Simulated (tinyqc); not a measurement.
# From majority density p back to acceptor depth E_A

Model: charge neutrality of a doped semiconductor with incomplete ionisation. Computed by tinyqc, a small Python program. Command: `OMP_NUM_THREADS=1 python tinyqc.py 3024659 3024660 out.jsonl dopant inv`. One thread of a shared host (Intel(R) Xeon(R) Processor @ 2.30GHz), about 0.05 s of CPU time with the checks.

Energies are counted from the top of the valence band; E_D is measured down from the conduction band and E_A up from the valence band.

Inputs (values chosen for the exercise, modelled on germanium):
```
quantity                    value   unit
gap at 0 K E_g0             0.757     eV
Varshni alpha            0.000488   eV/K
Varshni beta                  226      K
electron mass m_e           0.213    m_0
valleys M_c                     4      -
hole mass m_h               0.328    m_0
acceptor density N_A      5.5e+16  cm^-3
acceptor degeneracy g_A         4      -
temperature T                 200      K
iteration cap                  60      -
```

Doping: p-type. Statistics of the bands: Fermi-Dirac. Solver: Newton steps on the logarithm. Start of Newton steps: 0.25 eV inside the majority band.

Constants: m_0 = 9.1093837015e-31 kg; k_B = 1.380649e-23 J/K; h = 6.62607015e-34 J s; k_B = 8.617333262e-05 eV/K.

Method:
- E_g = E_g0 - alpha T^2/(T + beta).
- N_c = 2 M_c (2 pi m_e k_B T/h^2)^(3/2) and N_v = 2 (2 pi m_h k_B T/h^2)^(3/2), masses in units of m_0.
- n_i = sqrt(N_c N_v) exp(-E_g/(2 k_B T)); E_i = E_g/2 + (k_B T/2) ln(N_v/N_c).
- n = N_c F_1/2((E_F - E_g)/k_B T), p = N_v F_1/2(-E_F/k_B T).
- F_1/2(eta) = (2/sqrt(pi)) int_0^infinity sqrt(x)/(1 + exp(x - eta)) dx, by the trapezoid rule in t = sqrt(x) with step 0.02 up to t = 12 (for eta < -12 by exp(eta) - exp(2 eta)/2^(3/2)).
- N_A- = N_A/(1 + g_A exp((E_A - E_F)/k_B T)).
- Neutrality: p + N_D+ = n + N_A-; the log ratio is ln[(p + N_D+)/(n + N_A-)].
- Newton steps from the start named, with the slope from a central difference of 1e-6 eV; the function is the log ratio y = ln[(p + N_D+)/(n + N_A-)]; the bracket -0.3 to E_g + 0.3 eV is narrowed by the sign of y at each step, and a step that would leave it is replaced by its midpoint; stop when |log ratio| < 1e-9.

Problem. A run gave the result below. Find the acceptor depth E_A, known to lie between 0.0084 and 0.019 eV.

majority density p = 4.792005e+16 cm^-3

Solution.

Each step takes the trial c = (a f_b - b f_a)/(f_b - f_a), f being the result less the target and a, b, c the logarithms of the listed values; c replaces end b, the old b replaces a if the sign of f changed, and otherwise f_a is halved.

Scan of the range:
```
acceptor depth E_A (eV)  majority density p (cm^-3)
0.00840                                 4.88922e+16
0.00962                                 4.85388e+16
0.01100                                 4.81207e+16
0.01260                                 4.76110e+16
0.01450                                 4.69709e+16
0.01660                                 4.62193e+16
0.01900                                 4.53043e+16
```

False position (Illinois rule, in the logarithm of the input) inside the bracket:
```
step      end a      end b      trial  majority density p (cm^-3)
1     0.0110000  0.0126000  0.0116041                 4.79314e+16
2     0.0126000  0.0116041  0.0116380                 4.79207e+16
3     0.0126000  0.0116380  0.0116417                 4.79195e+16
4     0.0116380  0.0116417  0.0116400                 4.79201e+16
5     0.0116417  0.0116400  0.0116400                 4.79200e+16
```

Majority density p falls at every point of a 13-point scan of the range (every second point is shown), so one value fits; it is bracketed by 0.0110 and 0.0126. Answer: acceptor depth E_A = 0.01164 eV.
